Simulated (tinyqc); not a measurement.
Short-channel transistor, virtual-source model with series resistance: one step of the calculation.

The current per gate width is the charge at the top of the source barrier (the virtual source) times its velocity times a saturation function; al and be are fitting constants of the model. Units: I in uA/um, Rs in ohm um, so I Rs = 1e-6 I Rs in volts; Q in uC/cm^2, so I = 1e-4 Q vx0 Fsat with vx0 in cm/s.

Question. Current through the series resistance. Intrinsic voltages Vg' = Vgs - I Rs, Vd' = Vds - 2 I Rs. n = n0 + nd Vd', VT = VT0 - dl Vd', Ff = 1/(1 + exp((Vg' - VT + al Vt/2)/(al Vt))), Q = Cinv n Vt ln(1 + exp((Vg' - VT + al Vt Ff)/(n Vt))), Vdsat = (vx0 L/mu)(1 - Ff) + Vt Ff, Fsat = u/(1 + u^be)^(1/be) with u = Vd'/Vdsat, and I(out) = Q vx0 Fsat per width. (Fsat takes the sign of u.) I(new) = I + 0.3 (I(out) - I).

Values chosen for this exercise:
- T = 300 K (temperature)
- Cinv = 2.37 uF/cm^2 (inversion capacitance)
- vx0 = 5.28e6 cm/s (velocity at the virtual source)
- mu = 200 cm^2/(V s) (apparent mobility)
- L = 130 nm (channel length)
- VT0 = 0.46 V (threshold at zero drain voltage)
- dl = 0.184 V/V (drain-induced barrier lowering)
- n0 = 1.51 (subthreshold factor)
- nd = 0.1 1/V (growth of n with drain voltage)
- al = 3.5 (threshold shift (in units of Vt) from weak to strong inversion)
- be = 1.4 (sharpness of saturation)
- Rs = 70 ohm um (series resistance of each contact)
- Vgs = 0.7 V (gate voltage)
- Vds = 0.7 V (drain voltage)

Constants: q = 1.602176634e-19 C, kB = 1.380649e-23 J/K, Vt = kB T/q. Results are converted to the units shown.

I after iteration 2 = 185.26424 uA/um

Wanted: Vg'; Vd'; VT; Ff; Q; Vdsat; Fsat; I(out); I after iteration 3.

Answer.

Vg' = 0.6870 V
Vd' = 0.6741 V
VT = 0.3360 V
Ff = 0.01237
Q = 0.8347 uC/cm^2
Vdsat = 0.3393 V
Fsat = 0.7935
I(out) = 349.7 uA/um
I after iteration 3 = 234.6 uA/um

Computed by the program tinyqc: `OMP_NUM_THREADS=1 python tinyqc.py 2380077 2380078 out.jsonl`, one thread of a shared Intel Xeon 2.30GHz, about 0.01 s for the whole run.
